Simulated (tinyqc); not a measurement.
Inductance and parasitic capacitance from two readings.

Question. A loss-free coil L in parallel with C shows the apparent inductance L/(1 - w^2 L C), w = 2 pi f. Find L, C and the self-resonance 1/(2 pi sqrt(L C)).

apparent inductance at 4.1 and 9.4 GHz (nH): 2.3487718  4.7375697

Solution. The inverse of the reading is 1/L - w^2 C, a straight line in w^2.

L = 2.10 nH
C = 76.0 fF
self-resonance = 12.6 GHz

Numbers from tinyqc (`OMP_NUM_THREADS=1 python tinyqc.py 2302070 2302071 out.jsonl`; about 0.01 s on one thread of a shared Intel Xeon 2.30GHz).
